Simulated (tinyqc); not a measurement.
From results back to parameters: delta-doped layer in the Thomas-Fermi potential. Four cases, with inputs chosen for the exercise.

Problem. The depth of the well was computed from a hidden sheet density.

All donors ionised in the plane z = 0, zero temperature, energies from the Fermi level EF of the Thomas-Fermi model, which lies at the bulk band edge; c = hbar^2/2m0, q = e^2/(4 pi eps0). Layer in a (001) plane: two valleys with m_z = ml, m_d = mt (unprimed) and four with m_z = mt, m_d = sqrt(ml mt) (primed); m3 = (ml mt^2)^(1/3), gv = 6. With n = (gv/3 pi^2)(m3 (-V)/c)^(3/2) and V'' = -(4 pi q/eps) n for z > 0, the solution is V = -b/(|z| + z0)^4 with sqrt(b) = 20/K, K = (4 pi q/eps)(gv/3 pi^2)(m3/c)^(3/2), and z0^5 = 4b/(e F0), e F0 = 2 pi q N/eps; 1e13/cm^2 = 1e-3/angstrom^2. Exchange and correlation are left out.

Constants: hbar^2/2m0 = 3.80998211 eV angstrom^2; e^2/(4 pi eps0) = 14.39964547 eV angstrom.

Find: b; z0; N.

Method. b does not depend on N; z0 = (b/depth)^(1/4), e F0 = 4b/z0^5 and N = eps e F0/(2 pi q).

Case 1.

Values chosen (out of a larger set: near those of a delta-doped layer in Si; not measured data): ml = 0.908 m0 (longitudinal mass); mt = 0.193 m0 (transverse mass); eps = 11.6 (dielectric constant).

depth = 0.368327 eV

Solution.

b = 6.546e+04 eV angstrom^4
z0 = 20.53 angstrom
N = 9.20 x 1e13/cm^2

Case 2.

Values chosen (out of a larger set: near those of a delta-doped layer in Si; not measured data): ml = 0.895 m0 (longitudinal mass); mt = 0.193 m0 (transverse mass); eps = 11.9 (dielectric constant).

depth = 0.238745 eV

Solution.

b = 6.989e+04 eV angstrom^4
z0 = 23.26 angstrom
N = 5.40 x 1e13/cm^2

Case 3.

Values chosen (out of a larger set: near those of a delta-doped layer in Si; not measured data): ml = 0.908 m0 (longitudinal mass); mt = 0.194 m0 (transverse mass); eps = 11.6 (dielectric constant).

depth = 0.067208 eV

Solution.

b = 6.478e+04 eV angstrom^4
z0 = 31.33 angstrom
N = 1.10 x 1e13/cm^2

Case 4.

Values chosen (out of a larger set: near those of a delta-doped layer in Si; not measured data): ml = 0.934 m0 (longitudinal mass); mt = 0.189 m0 (transverse mass); eps = 11.7 (dielectric constant).

depth = 0.099797 eV

Solution.

b = 6.751e+04 eV angstrom^4
z0 = 28.68 angstrom
N = 1.80 x 1e13/cm^2

Computed by tinyqc, one run a case: `OMP_NUM_THREADS=1 python tinyqc.py N N+1 out.jsonl` with N = 1280189, 1280229, 1280241, 1280287; one thread of a shared Intel(R) Xeon(R) Processor @ 2.30GHz, about 0.2 s a run at most.
